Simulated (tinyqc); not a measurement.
MOSFET in the linear regime without short-channel effects, parameter extraction from computed curves: one step of the calculation.

Inversion charge Q = Cox n Vt W0(exp((Vg - VT)/(n Vt))), W0 the Lambert function and n = nf; u = Q/Cox; mobility mu = mu0/(1 + th1 u + th2 u^2); channel resistance Rch = (L - dL)/(W mu Q); Id = Vd/(Rch + Rsd/W). Cox = eps0 eox/tox. Small Vd, no channel-length or drain effects.

Question. Transfer curve. u, mu, Rch and Id as defined.

Values chosen for this exercise; channel values of the order met in silicon transistors:
- T = 400 K (temperature)
- eox = 3.9 (relative permittivity of the gate insulator (close to silicon dioxide))
- tox = 6.3 nm (insulator thickness)
- mu0 = 300 cm^2/(V s) (low-field mobility)
- th1 = 0.21 1/V (first mobility attenuation factor)
- th2 = 0 1/V^2 (second mobility attenuation factor)
- VT = 0.45 V (threshold voltage)
- nf = 1.29 (body factor)
- W = 0.5 um (gate width)
- L = 0.09 um (drawn gate length)
- dL = 0.012 um (drawn less effective length)
- Rsd = 200 ohm um (source plus drain resistance)
- Vd = 0.02 V (drain voltage)

Constants: q = 1.602176634e-19 C, kB = 1.380649e-23 J/K, Vt = kB T/q, eps0 = 8.8541878128e-14 F/cm where lengths are in cm. Results are converted to the units shown.

Vg, point 0 to 10 (V): 0.25  0.35  0.45  0.55  0.65  0.75  0.85  0.95  1.05  1.15  1.25

Wanted: u; mu; Rch; Id.

Answer.

```
point     u (V)  mu (cm^2/(V s))  Rch (ohm)  Id (uA)
0      4.896e-4            300.0    1.938e6  0.01032
1      0.004263            299.7    2.228e5  0.08962
2       0.02522            298.4    3.782e4   0.5233
3       0.07610            295.3    1.267e4    1.531
4        0.1469            291.0       6659    2.833
5        0.2274            286.3       4371    4.192
6        0.3132            281.5       3228    5.512
7        0.4021            276.6       2559    6.760
8        0.4930            271.9       2123    7.926
9        0.5854            267.2       1820    9.010
10       0.6788            262.6       1597    10.02
```

tinyqc, about 0.01 s, one thread, Intel Xeon 2.30GHz (shared host): `OMP_NUM_THREADS=1 python tinyqc.py 2210027 2210028 out.jsonl`
